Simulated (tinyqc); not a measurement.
# Energy and delay of logic against supply voltage, step by step

Program tinyqc, `OMP_NUM_THREADS=1 python tinyqc.py 2082144 2082145 out.jsonl`; Intel Xeon 2.30GHz, shared host, one thread, about 0.01 s. Printed values are rounded.

One expression serves below and above threshold: I(Vg) = Ik [ln(1 + exp((Vg - VT + dd V)/(al nf Vt)))]^al, with I_on = I(V) and I_off = I(0). Gate delay td = kd C V/I_on, clock period LD td. Per gate and cycle the switching energy is act C V^2 and the leakage energy I_off V LD td. No short-circuit current, no variation. Minima are sought above 0.09 V; below a few Vt gates no longer switch and the model has no meaning.

Inputs (values chosen for the exercise); values of the order met in logic technologies:
- T = 330 K (temperature)
- VT = 0.25 V (threshold voltage at zero drain bias)
- nf = 1.19 (slope factor)
- dd = 0.1 (barrier lowering per volt of supply)
- Ik = 1.3 uA (specific current of a gate)
- al = 1.86 (exponent of the current law)
- C = 2.4 fF (load capacitance of a gate)
- kd = 0.7 (delay factor)
- LD = 40 (logic depth)
- act = 0.2 (activity factor)
- V = 1 V (supply voltage)

Constants: q = 1.602176634e-19 C, kB = 1.380649e-23 J/K, Vt = kB T/q. Results are converted to the units shown.

## Currents, delay and energies

I_on, I_off, td, clock frequency 1/(LD td), both energies and their sum.

I_on = 164.673 uA
I_off = 14.2229 nA
td = 10.2021 ps
clock frequency = 2.45049 GHz
switching energy = 480 aJ
leakage energy = 5.80411 aJ
energy = 485.804 aJ

I_on/I_off = 11600; leakage makes up 1.19 % of the energy.

## Starting value

V = 0.16 V.

V at the start = 0.16 V

## Iteration 1: new V

Minimum-energy supply: E(V) is the energy per gate and cycle; with h = 0.001 V, E' = (E(V + h) - E(V - h))/(2 h), E'' = (E(V - h) - 2 E(V) + E(V + h))/h^2, V(new) = V - E'/E''.

E' = -97.7192 aJ/V
E'' = 3823.28 aJ/V^2
V after iteration 1 = 0.185559 V

## Iteration 2: new V

As before.

E' = -2.47687 aJ/V
E'' = 3521.15 aJ/V^2
V after iteration 2 = 0.186262 V

## Course of the iteration

Stop when the step is below 1e-9 V, or after 40 iterations.

Course of the iteration:
```
iteration	V before the step (V)	step (V)
1	0.16	0.0256
2	0.185559	7.03e-4
3	0.186262	1.57e-6
4	0.186264	2.34e-11
```

Converged in 4 iterations. There leakage makes up 44.9 % of the energy and the clock runs at 18.7 MHz.
